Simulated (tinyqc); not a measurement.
MOS capacitor with interface traps: C-V stretch-out, conductance peak and subthreshold swing: one step, computed by the program tinyqc. Command: `OMP_NUM_THREADS=1 python tinyqc.py 3015864 3015865 out.jsonl mostraps walk`. One thread of a shared host (Intel(R) Xeon(R) Processor @ 2.30GHz), about 0.01 s of CPU time with the checks.

Energies at the interface are counted from the valence band. psi > 0 means bending towards depletion, so the surface potential is -psi. Boltzmann statistics, full ionisation, no quantum confinement. Traps are neutral when filled up to E_n, with a sharp (zero-temperature) occupation.

Task: Conductance peak. v = sqrt(3 k_B T/m) with the majority mass; surface density n_s = N exp(-psi/k_B T); tau = 1/(sigma v n_s); for a continuum of levels G_p/omega = C_it ln(1 + omega^2 tau^2)/(2 omega tau), which peaks at omega tau = 1.98, the frequency 1.98/(2 pi tau); potential fluctuations are left out.

Inputs (values chosen for the exercise, modelled on InP, with an insulator like Si3N4): electron mass m_e = 0.0821 m_0; doping N = 6.8e+15 cm^-3; capture cross-section sigma = 2e-15 cm^2; band bending towards depletion psi = 0.6 V; temperature T = 400 K.

Substrate: n-type. Trap spectrum: flat.

k_B T = 0.03446933 eV

C_it = 0.008651754 microF/cm^2

Constants: k_B = 1.380649e-23 J/K; m_0 = 9.1093837015e-31 kg.

Give: v; n_s; trap time constant; peak frequency; peak of G_p/omega.

Result:

v = 4.707e+07 cm/s

n_s = 1.874e+08 cm^-3

trap time constant = 0.05668 s

peak frequency = 5.560 Hz

peak of G_p/omega = 0.003481 microF/cm^2

Caution: near and beyond midgap the traps also exchange with the minority band, so this majority-carrier time constant and peak do not apply.
